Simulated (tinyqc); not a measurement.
# Undoped gate-all-around wire MOSFET, analytic charge model: effect of the insulator thickness

An undoped round wire of radius R under an insulator shell and a surrounding gate; long channel, electrons only, n = ni exp((psi - V)/Vt) with V the quasi-Fermi potential (0 at the source, Vd at the drain), constant mobility, no quantisation. The radial Poisson equation gives n(r) = n(0)/(1 - (1 - b) r^2/R^2)^2 with b = Q0/(Q + Q0). Q is the electron charge per area of the wire surface.

ni = sqrt(Nc Nv) exp(-Eg/(2 Vt)), Eg in volts; Cox = eps0 eox/(R ln(1 + tox/R)); Q0 = 4 eps0 eps_r Vt/R; V0 = dphi + Vt ln[8 eps0 eps_r Vt/(q ni R^2)]. Q solves Vg - V0 - V = Q/Cox + Vt ln(Q/Q0) + Vt ln(1 + Q/Q0). I = mu (2 pi R/L)[2 Vt (Qs - Qd) + (Qs^2 - Qd^2)/(2 Cox) + Vt Q0 ln((Qd + Q0)/(Qs + Q0))], with Qs at V = 0 and Qd at V = Vd.  I(low) is taken at Vg = 0.42 V, Qs and I(high) at Vg = 1.17 V.

Values chosen for this exercise; material values those of a made-up semiconductor: temperature T = 325 K; band gap Eg = 1.18 eV; relative permittivity of the semiconductor eps_r = 13.4; conduction-band density of states at T Nc = 3.52e19 cm^-3; valence-band density of states at T Nv = 3.24e19 cm^-3; relative permittivity of the gate insulator eox = 21.9; wire radius R = 15 nm; gate work function less that of the intrinsic body dphi = 0.19 V; channel mobility mu = 170 cm^2/(V s); gate length L = 0.1 um; drain voltage Vd = 1 V.

Constants: q = 1.602176634e-19 C, kB = 1.380649e-23 J/K, Vt = kB T/q, eps0 = 8.8541878128e-14 F/cm where lengths are in cm. Results are converted to the units shown.

The same in every row: V0 (V) = 0.6729.

Effect of the insulator thickness:

| tox (nm) | I(low) (nA) | Qs(high) (nC/cm^2) | I(high) (uA) |
|---|---|---|---|
| 4 | 0.04761 | 1790 | 61.81 |
| 5.8 | 0.04761 | 1355 | 48.23 |
| 8.3 | 0.04761 | 1047 | 38.27 |
| 12 | 0.04761 | 813.7 | 30.50 |
| 17 | 0.04761 | 651.4 | 24.93 |
| 25 | 0.04761 | 518.9 | 20.26 |
| 36 | 0.04761 | 426.5 | 16.93 |

What does the comparison show?

As tox goes from 4 to 36 nm, I(low) stays near 0.0476 nA and I(high) falls from 61.8 to 16.9 uA. On average I(low) is independent of tox and I(high) goes as tox^(-0.59). Below threshold no voltage drops over the insulator in this long-channel model, so its thickness does not matter there. In every row the surface density at the source at the higher gate voltage passes 0.3 Nc, where Boltzmann statistics fail. In every row mu V/L at the higher gate voltage, with V the smaller of Vd and Vg - V0, passes 3e6 cm/s, so velocity saturation would lower the current. For tox = 17 to 36 nm L is under three scale lengths of this cross-section, so short-channel effects, left out here, would raise the subthreshold current.

Numbers from tinyqc (`OMP_NUM_THREADS=1 python tinyqc.py 2460056 2460057 out.jsonl`; about 0.02 s on one thread of a shared Intel Xeon 2.30GHz).
